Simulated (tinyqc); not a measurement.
Worked calculation: Hubbard ring of 4 sites. Computed by tinyqc, a small Python program that keeps every step. Settings: hopping = 1.07, U = 0.8, mixing = 0.5, iteration cap = 64. Command: `OMP_NUM_THREADS=1 python tinyqc.py 31943 31944 out.jsonl` (the two numbers bound the seeds that draw the settings). One thread of a shared host (Intel(R) Xeon(R) Processor @ 2.60GHz), about 0.2 s of CPU time with the checks. Later iterations appear only in the table of the cycle.

## Mean-field iteration 1

one-body matrix (hopping and site energies) (eV), order 1, 2, 3, 4:
$$\begin{pmatrix}
0.000000 & -1.070000 & 0.000000 & -1.070000 \\
-1.070000 & 0.000000 & -1.070000 & 0.000000 \\
0.000000 & -1.070000 & 0.000000 & -1.070000 \\
-1.070000 & 0.000000 & -1.070000 & 0.000000
\end{pmatrix}$$

U = 0.800000 eV

electrons, up and down: [2, 2]

mixing = 0.500000

n(up) at the start (a guess, not normalised): 1 0.550000, 2 0.450000, 3 0.550000, 4 0.450000

n(down) at the start (a guess): 1 0.450000, 2 0.550000, 3 0.450000, 4 0.550000

H(up) = T + U n(down), H(down) = T + U n(up); fill the lowest levels; n(new) = n + mixing (n(out) - n); E = tr T (rho up + rho down) + U sum n_up n_down of the output.

levels, up (eV): [-1.740374, 0.360000, 0.440000, 2.540374]

levels, down (eV): [-1.740374, 0.360000, 0.440000, 2.540374]

energy = -3.686798 eV

n(up) after iteration 1: 1 0.652336, 2 0.347664, 3 0.652336, 4 0.347664

n(down) after iteration 1: 1 0.347664, 2 0.652336, 3 0.347664, 4 0.652336

## Mean-field iteration 2

As before.

levels, up (eV): [-1.743467, 0.278131, 0.521869, 2.543467]

levels, down (eV): [-1.743467, 0.278131, 0.521869, 2.543467]

energy = -3.696466 eV

n(up) after iteration 2: 1 0.708275, 2 0.291725, 3 0.708275, 4 0.291725

n(down) after iteration 2: 1 0.291725, 2 0.708275, 3 0.291725, 4 0.708275

## Mean-field iteration 3

As before.

levels, up (eV): [-1.746477, 0.233380, 0.566620, 2.546477]

levels, down (eV): [-1.746477, 0.233380, 0.566620, 2.546477]

energy = -3.699341 eV

n(up) after iteration 3: 1 0.738841, 2 0.261159, 3 0.738841, 4 0.261159

n(down) after iteration 3: 1 0.261159, 2 0.738841, 3 0.261159, 4 0.738841

## Convergence

Each step fills the lowest levels of T + U n(other spin) and sets n(new) = n + mixing (n(out) - n); stop when output and input agree to 1e-8.

Course of the cycle:
```
iteration       E (eV)  largest |n(out) - n(in)|  mean |n_up - n_down|
1          -3.68679771                  2.05e-01              0.509344
2          -3.69646554                  1.12e-01              0.528428
3          -3.69934076                  6.11e-02              0.538812
4          -3.70019596                  3.34e-02              0.544466
5          -3.70045051                  1.82e-02              0.547547
6          -3.70052633                  9.96e-03              0.549228
7          -3.70054892                  5.44e-03              0.550145
8          -3.70055565                  2.97e-03              0.550645
9          -3.70055766                  1.62e-03              0.550919
10         -3.70055825                  8.85e-04              0.551068
11         -3.70055843                  4.83e-04              0.551149
...                ...                       ...                   ...
19         -3.70055851                  3.82e-06              0.551246
20         -3.70055851                  2.08e-06              0.551247
21         -3.70055851                  1.14e-06              0.551247
22         -3.70055851                  6.21e-07              0.551247
23         -3.70055851                  3.39e-07              0.551247
24         -3.70055851                  1.85e-07              0.551247
25         -3.70055851                  1.01e-07              0.551247
26         -3.70055851                  5.52e-08              0.551247
27         -3.70055851                  3.01e-08              0.551247
28         -3.70055851                  1.65e-08              0.551247
29         -3.70055851                  8.99e-09              0.551247
```

local moments n_up - n_down: 1 0.551247, 2 -0.551247, 3 0.551247, 4 -0.551247

Converged in 29 iterations. Before convergence this energy mixes input and output and is not variational, so it may rise towards its limit.

## Exact diagonalisation (36 states)

Lowest levels of the sector, and the double occupancy of the lowest state.

lowest levels (eV): [-3.735839, -3.705112, -3.346223, -3.301649, -1.777062, -1.777062]

double occupancy per site = 0.154026

The mean-field solution above lies 0.0353 eV above the exact energy.

## The lowest level by Lanczos steps

From a random start vector (not printed): a_j = <q_j|H|q_j>, b_j = norm of the remainder after orthogonalising; the Ritz value is the lowest eigenvalue of the tridiagonal matrix of a and b so far.

Lanczos:
```
j    a_j (eV)  b_j (eV)  lowest Ritz value (eV)
1   -1.035074  2.500246             -1.03507411
2    1.106727  2.647413             -2.68411040
3    0.748777  2.258217             -3.33213460
4    1.339209  1.794709             -3.54344019
5    0.696809  2.177893             -3.58922883
6   -0.879504  2.650227             -3.62973045
7    2.880334  1.756869             -3.70491764
8    1.058849  1.792976             -3.72653682
9    1.031000  1.626367             -3.73106978
10   0.603967  1.305612             -3.73189662
```
